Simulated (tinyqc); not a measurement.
Inside a calculation. Model: finite-difference solution of the diffusion equation on a small grid. Computed by tinyqc, a small Python program that keeps every step. Command: `OMP_NUM_THREADS=1 python tinyqc.py 3024219 3024220 out.jsonl fdiff walk`. One thread of a shared host (Intel(R) Xeon(R) Processor @ 2.30GHz), about 0.01 s of CPU time with the checks. Intermediate numbers are printed to about 6 digits and carried at full precision; extremes and crossings named in words are read from the listed rows.

dC/dt = D d2C/dx2 on nodes x_j = j dx, j = 0..7; the far end is sealed.

Inputs (values chosen for the exercise):
```
quantity         value    unit
diffusivity D      1.2  nm^2/s
grid spacing dx     10      nm
time step dt        16       s
final time t_f     320       s
```

Boundary at x = 0: sealed surface. Scheme: explicit.

start values C_j, j = 0, 1, ... (% of a reference): 0.357  25.2  67.3  100  77.4  37.3  0.919  0

## Mesh ratio and operator

The operator M acts as (M C)_j = C_(j-1) - 2 C_j + C_(j+1); at the sealed far end a mirror node gives 2 C_(N-2) - 2 C_(N-1); at j = 0, a mirror node gives 2 C_1 - 2 C_0. r = D dt/dx^2.

mesh ratio r = 0.192

operator M:
```
    0   1   2   3   4   5   6   7
0  -2   2   0   0   0   0   0   0
1   1  -2   1   0   0   0   0   0
2   0   1  -2   1   0   0   0   0
3   0   0   1  -2   1   0   0   0
4   0   0   0   1  -2   1   0   0
5   0   0   0   0   1  -2   1   0
6   0   0   0   0   0   1  -2   1
7   0   0   0   0   0   0   2  -2
```

## Amplification factors

The mode of M with eigenvalue mu has its amplitude multiplied per step by g = (1 + (1 - theta) r mu)/(1 - theta r mu), with theta = 0 explicit, 1 implicit, 1/2 Crank-Nicolson; the explicit scheme is stable for r up to 2/|mu_min|.

eigenvalues mu of M: -4.00000  -3.80194  -3.24698  -2.44504  -1.55496  -0.75302  -0.19806  0.00000

factors g: 0.23200  0.27003  0.37658  0.53055  0.70145  0.85542  0.96197  1.00000

largest stable r of the explicit scheme = 0.5

The smallest factor is 0.232: no mode changes sign, and all decay but one with mu = 0 where there is such a mode.

## Time step 1

C at the start (%): 0.357  25.200  67.300  100.000  77.400  37.300  0.919  0.000

With r = D dt/dx^2: (1 - theta r M) C(new) = (1 + (1 - theta) r M) C(old); theta = 0 explicit, 1 implicit, 1/2 Crank-Nicolson.

C after step 1 (%): 9.8967  28.5133  65.4952  89.3824  74.0400  38.0140  7.7277  0.3529

## Time step 2

The formulas are those given above.

C after step 2 (%): 17.0455  32.0395  62.9810  81.8503  70.0688  39.1161  12.1267  3.1848

## All steps

The run takes n = round(t_f/dt) steps of length t_f/n. The dose is the trapezoidal sum of C dx; the error is the largest difference from exp(M D t/dx^2) C(0), the exact time evolution on the same grid.

Course of the run:
```
step  t (s)      C_1      C_4  dose (% nm)  largest error
1        16  28.5133  74.0400     3082.975        1.33579
2        32  32.0395  70.0688     3082.975        1.63190
3        48  35.1014  66.3879     3082.975        1.69883
4        64  37.6480  63.1367     3082.975        1.69851
5        80  39.7452  60.2988     3082.975        1.69998
6        96  41.4682  57.8323     3082.975        1.68764
7       112  42.8816  55.6949     3082.975        1.63625
...     ...      ...      ...          ...            ...
14      224  47.5416  47.1257     3082.975        0.94292
15      240  47.7680  46.5064     3082.975        0.88191
16      256  47.9332  45.9815     3082.975        0.82865
17      272  48.0473  45.5377     3082.975        0.77452
18      288  48.1188  45.1634     3082.975        0.72087
19      304  48.1551  44.8486     3082.975        0.66869
20      320  48.1621  44.5847     3082.975        0.61864
```

C at the end (%): 47.9632  48.1621  48.2728  47.2765  44.5847  40.7448  37.3097  35.9306

largest error at t_f = 0.618643 %

final dose = 3082.975 % nm

final C_4 = 44.5847 %

The time-step error at the end is 0.62 on a scale of 48.3. Both ends are sealed, so the dose is conserved exactly, whatever the step.

## The three schemes as the step is halved

Each run reaches t_f in n equal steps; errors are the largest difference from exp(M D t_f/dx^2) C(0). A dash marks unstable explicit runs.

Largest error at t_f (%):
```
steps n      r  explicit  implicit  Crank-Nicolson
4        0.960         -   2.89932     3.59679e-01
8        0.480   2.90583   1.50525     8.65664e-02
16       0.240   0.77307   0.76373     2.16446e-02
32       0.120   0.38653   0.38402     5.41113e-03
64       0.060   0.19309   0.19245     1.35278e-03
128      0.030   0.09648   0.09632     3.38194e-04
256      0.015   0.04822   0.04818     8.45485e-05
```

From the last two rows, halving the step divides the error by 2.00 (explicit), 2.00 (implicit), 4.00 (Crank-Nicolson): a factor 2 marks first order in dt and 4 second order. The explicit scheme needs n of at least 8 to be stable; the other two are stable at any step.

Checks made by the program: matrix exponential against 4096 Crank-Nicolson steps (relative difference 7e-09).
